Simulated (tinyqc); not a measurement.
Length of a polyene: Hueckel, PPP and singles CI along the polyenes. Computed by the program tinyqc. Hueckel uses the same beta without repulsion; CIS keeps all single excitations and so misses the low, doubly excited 2Ag state. W is the valence ionisation energy of a centre, MN the Mataga-Nishimoto formula, f the oscillator strength.

All-trans chains of carbon centres 1.40 angstrom apart:
```
parameter                               value
beta (eV), times 1 +/- alternation  -2.310000
alternation                          0.050000
W (eV)                              11.160000
gamma_rr (eV)                       11.440000
repulsion formula                          MN
```

Gaps and excitations (eV):
```
centres  Hueckel gap  PPP orbital gap  bright singlet (CIS)       f  lowest triplet (CIS)
2             4.8510          10.2671                7.8630  0.6741                1.8390
6             2.3454           6.7890                4.4643  1.4809                0.7313
8             1.9016           6.0902                3.8315  1.8854                0.5483
10            1.6173           5.6278                3.4141  2.2636                0.4370
```

Estimate the missing row, centres = 4.

Computed row:
```
centres  Hueckel gap  PPP orbital gap  bright singlet (CIS)       f  lowest triplet (CIS)
4             3.1298           7.9538                5.5380  1.0510                1.0703
```

The Hueckel gap tends to 4 x alternation x |beta| = 0.46 eV for long chains. Exchange opens the PPP orbital gap, and the attraction of electron and hole brings the bright state 2.21 eV below it at 10 centres; the triplet lies 2.98 eV lower still.
